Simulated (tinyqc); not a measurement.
# Changing the temperature T

Model: Debye-Callaway model of lattice thermal conductivity. Computed by tinyqc, a small Python program. Command: `OMP_NUM_THREADS=1 python tinyqc.py 3017373 3017374 out.jsonl callaway sweep`. One thread of a shared host (Intel(R) Xeon(R) Processor @ 2.30GHz), about 0.03 s of CPU time with the checks.

Three acoustic branches with one velocity v, cut at omega_D = k_B Theta/hbar; x = hbar omega/(k_B T). v and Theta are separate inputs: Theta cuts off the heat-carrying modes, so C need not reach 3 k_B/V. gamma is an effective value that sets the umklapp rate.

Inputs (values chosen for the exercise, modelled on diamond):

| quantity | value | unit |
|---|---|---|
| sound velocity v | 13800 | m/s |
| Debye temperature Theta | 2220 | K |
| volume per atom V | 5.67 | angstrom^3 |
| mean atomic mass M | 12.01 | u |
| effective Grueneisen parameter gamma | 3.04 | - |
| umklapp exponent divisor b | 3 | - |
| mass variance Gamma | 6.2e-05 | - |
| Casimir length L | 400 | micrometre |

Sample: crystal. Point defects: isotopes. Normal processes: left out.

Constants: k_B = 1.380649e-23 J/K; hbar = 1.054571817e-34 J s; u = 1.6605390666e-27 kg.

Method:
- Gamma is given directly by the isotope mixture. A = V Gamma/(4 pi v^3).
- Rates: point defects A omega^4; umklapp B omega^2 T exp(-Theta/(b T)) with B = hbar gamma^2/(M v^2 Theta). Boundaries: v/L.
- kappa_1 = c int tau_C g dx, g = x^4 e^x/(e^x - 1)^2, c = (k_B/(2 pi^2 v)) (k_B T/hbar)^3, over 0 < x < min(Theta/T, 40), by 96 Gauss-Legendre points in s with x = x_max s^2; tau_C = tau_R, the inverse of the summed rates, and kappa = kappa_1.
- Heat capacity C = 3 c int g dx / v^2; grey free path 3 kappa/(C v); the median free path v tau_C halves kappa_1 when the quadrature points are ordered by free path (each counted at half its weight, interpolated in the logarithm); likewise at 10 % and 90 %.

One run for each value:

| temperature T (K) | kappa (W/(m K)) | heat capacity C (J/(m^3 K)) | grey free path (nm) | median free path (nm) |
|---|---|---|---|---|
| 37 | 3.7435e+03 | 2.3574e+03 | 3.4522e+05 | 3.8083e+05 |
| 58 | 1.0803e+04 | 9.0805e+03 | 2.5863e+05 | 3.3905e+05 |
| 91 | 2.3092e+04 | 3.5071e+04 | 1.4314e+05 | 2.5562e+05 |
| 140 | 1.7271e+04 | 1.2765e+05 | 2.9411e+04 | 6.9101e+04 |
| 220 | 4.5792e+03 | 4.8293e+05 | 2.0613e+03 | 5.1396e+03 |
| 350 | 1.4351e+03 | 1.5491e+06 | 2.0139e+02 | 4.3891e+02 |
| 550 | 6.0641e+02 | 3.2518e+06 | 4.0541e+01 | 7.1181e+01 |
| 860 | 2.9288e+02 | 4.7859e+06 | 1.3304e+01 | 2.0138e+01 |
| 2100 | 8.3379e+01 | 6.1832e+06 | 2.9315e+00 | 3.9963e+00 |
| 3300 | 4.7593e+01 | 6.3888e+06 | 1.6195e+00 | 2.1790e+00 |

Give the missing row, temperature T (K) = 1400.

Computed row:
```
temperature T (K)  kappa (W/(m K))  heat capacity C (J/(m^3 K))  grey free path (nm)  median free path (nm)
1400                    1.4348e+02                   5.7812e+06           5.3953e+00             7.5625e+00
```

Interpolating between the two neighbouring rows (the first column on a logarithmic scale, the others too where they are positive) misses most in median free path (nm), by 10 %. Over the rows, kappa (W/(m K)) goes from 3740 through a maximum among these rows, 23100 at 91.0, to 47.6; heat capacity C (J/(m^3 K)) rises from 2360 to 6.39e6 (exponent d ln y / d ln x 3.0 between the first rows and 0.072 between the last); grey free path (nm) falls from 345000 to 1.62 (exponent d ln y / d ln x -0.64 between the first rows and -1.3 between the last). At the low end the exponent of heat capacity C is 3.00, close to 3: the Debye T^3 law.

Extremes, crossings and ranges named in words are read from the listed rows.
